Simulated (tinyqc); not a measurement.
Inside a calculation. Model: bandgap voltage reference from two bipolar transistors.

Program tinyqc, `OMP_NUM_THREADS=1 python tinyqc.py 2062167 2062168 out.jsonl`; Intel Xeon 2.30GHz, shared host, one thread, about 0.01 s. Printed values are rounded.

Two transistors of area 1 and N carry the same current I. Is(T) = Is (T/T0)^eta exp[(Vg0 q/kB)(1/T0 - 1/T)], VBE1 = Vt ln(I/Is(T)) + I rb, VBE2 = Vt ln(I/(N Is(T))) + I rb/N. The amplifier forces I R1(T) = VBE1 - VBE2 + Vos, with R(T) = R (1 + tc (T - T0)) for both resistors, and the output is Vref = VBE1 + I R2(T). Base currents and the Early effect are neglected.

Inputs (values chosen for the exercise); values of the order met in silicon bipolar transistors:
```
symbol,value,unit,meaning
T0,323,K,reference temperature
Vg0,1.185,V,band-gap voltage extrapolated to 0 K
eta,3.3,,temperature exponent of the saturation current
Is,9.3e-17,A,saturation current of the unit transistor at T0
N,8,,area ratio of the second transistor
R1,6.9,kohm,"resistor across which the difference of VBE falls, at T0"
tc,1100,ppm/K,temperature coefficient of both resistors
Vos,-2.1,mV,offset of the amplifier
rb,47,ohm,series resistance of the unit transistor
R2,62.77,kohm,output resistor at T0
T,333,K,temperature
```

Constants: q = 1.602176634e-19 C, kB = 1.380649e-23 J/K. Results are converted to the units shown.

## Operating point at the reference temperature

Vt = kB T/q; I = (Vt ln N + Vos)/(R1(T) - rb (1 - 1/N)). Evaluate at T = T0.

Vt = 0.0278340 V
I = 8.13240 uA
Is(T) = 9.3e-17 A
VBE1 = 0.701639 V
I R2 = 0.510471 V
Vref = 1.21211 V

## Operating point at another temperature

Vt = kB T/q; I = (Vt ln N + Vos)/(R1(T) - rb (1 - 1/N)).

Vt = 0.0286957 V
I = 8.30179 uA
Is(T) = 3.69338e-16 A
VBE1 = 0.684375 V
I R2 = 0.526836 V
Vref = 1.21121 V

From T0 to T, VBE1 changes by -17.3 mV and I R2 by 16.4 mV, which leaves -0.900 mV in Vref.

## Resistor for zero slope at T0, ideal case

With tc = 0, Vos = 0 and rb = 0 the current is proportional to T, dVBE/dT = (VBE - Vg0 - (eta - 1) Vt)/T, and Vref has zero slope at T0 when Vref = Vg0 + (eta - 1) Vt0. Find VBE1, its slope, that Vref, R2/R1 and the curvature d2Vref/dT2 = -(eta - 1) kB/(q T0).

VBE1 = 0.702119 V
dVBE/dT = -1.69318 mV/K
Vref = 1.24902 V
R2/R1 = 9.44898
curvature = -0.613618 uV/K^2
